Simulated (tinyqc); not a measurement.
# Biaxially strained (001) channel, valley splitting in an inversion layer: what changes with what

A thin layer grown on a relaxed buffer is stretched in the plane. The two valleys with their long axis along the growth direction (D2) sink against the four in-plane ones (D4); confinement in a triangular well splits them too. Only the lowest subband of each set is kept; one relaxation time, so the weakening of intervalley scattering is left out.

Values chosen for this exercise; values close to those of silicon on relaxed silicon-germanium:

| symbol | value | unit | meaning |
|---|---|---|---|
| T | 300 | K | temperature |
| x | 0.24 |  | germanium share of the relaxed buffer |
| b1 | 0.0418 |  | lattice mismatch per unit x |
| c11 | 169 | GPa | elastic constant |
| c12 | 65.1 | GPa | elastic constant |
| Xu | 8.86 | eV | shear deformation potential |
| ml | 0.941 | m0 | longitudinal mass |
| mt | 0.191 | m0 | transverse mass |
| F | 1.18 | MV/cm | confining field |
| Ns | 2.6e12 | cm^-2 | inversion density |

Constants: q = 1.602176634e-19 C, kB = 1.380649e-23 J/K, hbar = 1.054571817e-34 J s, m0 = 9.1093837015e-31 kg, Vt = kB T/q, hbar^2/(2 m0) = 0.0380998212 eV nm^2. Results are converted to the units shown.

Each table varies one quantity; the others keep the values above.

## Effect of the confining field

e_par = b1 x, e_perp = -2 (c12/c11) e_par, splitting D = Xu (e_par - e_perp), in-plane stress (c11 + c12 - 2 c12^2/c11) e_par. Levels E(m) = 2.33811 (hbar^2 q^2 F^2/(2 m))^(1/3): E2 = E(ml), E4 = E(mt) + D; N2 = 2 mt kB T/(pi hbar^2), N4 = 4 sqrt(mt ml) kB T/(pi hbar^2). EF solves Ns = N2 ln(1 + exp((EF - E2)/Vt)) + N4 ln(1 + exp((EF - E4)/Vt)); f2 is the share in D2, and 1/mc = f2/mt + (1 - f2)(1/mt + 1/ml)/2. The gain is mc(x = 0)/mc.

The same in every row: D (meV) = 157.4.

Effect of the confining field:

| F (MV/cm) | f2 without strain | f2 | mc (m0) | gain |
|---|---|---|---|---|
| 0.1 | 0.3656 | 0.9949 | 0.1914 | 1.336 |
| 0.3 | 0.6090 | 0.9983 | 0.1911 | 1.184 |
| 0.5 | 0.7737 | 0.9993 | 0.1911 | 1.099 |
| 0.7 | 0.8734 | 0.9997 | 0.1910 | 1.053 |
| 0.9 | 0.9298 | 0.9998 | 0.1910 | 1.029 |
| 1.1 | 0.9607 | 0.9999 | 0.1910 | 1.016 |
| 1.3 | 0.9777 | 0.9999 | 0.1910 | 1.009 |
| 1.5 | 0.9871 | 1.000 | 0.1910 | 1.005 |

What does the comparison show?

As F goes from 0.1 to 1.5 MV/cm, f2 rises from 0.995 to 1.00 (without strain: it rises from 0.366 to 0.987) and the gain falls from 1.34 to 1.01. Strong confinement already empties D4, so strain has less to move. At F = 0.1 MV/cm the second D2 subband, left out here, lies within 2 Vt of EF or below it.

## Effect of the inversion density

Same model as above.

The same in every row: D (meV) = 157.4.

Effect of the inversion density:

| Ns (cm^-2) | f2 without strain | f2 | mc (m0) | gain |
|---|---|---|---|---|
| 2e11 | 0.9765 | 0.9999 | 0.1910 | 1.009 |
| 3.9e11 | 0.9760 | 0.9999 | 0.1910 | 1.010 |
| 7.5e11 | 0.9750 | 0.9999 | 0.1910 | 1.010 |
| 1.4e12 | 0.9730 | 0.9999 | 0.1910 | 1.011 |
| 2.8e12 | 0.9679 | 0.9999 | 0.1910 | 1.013 |
| 5.4e12 | 0.9556 | 0.9999 | 0.1910 | 1.018 |
| 1e13 | 0.9211 | 0.9998 | 0.1910 | 1.032 |
| 2e13 | 0.7975 | 0.9986 | 0.1911 | 1.087 |

As Ns goes from 2e11 to 2e13 cm^-2, f2 stays near 1.00 (without strain: it falls from 0.977 to 0.798) and the gain rises from 1.01 to 1.09. At Ns = 2e13 cm^-2 the second D2 subband, left out here, lies within 2 Vt of EF or below it.

Numbers from tinyqc (`OMP_NUM_THREADS=1 python tinyqc.py 2530053 2530054 out.jsonl`; about 0.02 s on one thread of a shared Intel Xeon 2.30GHz).
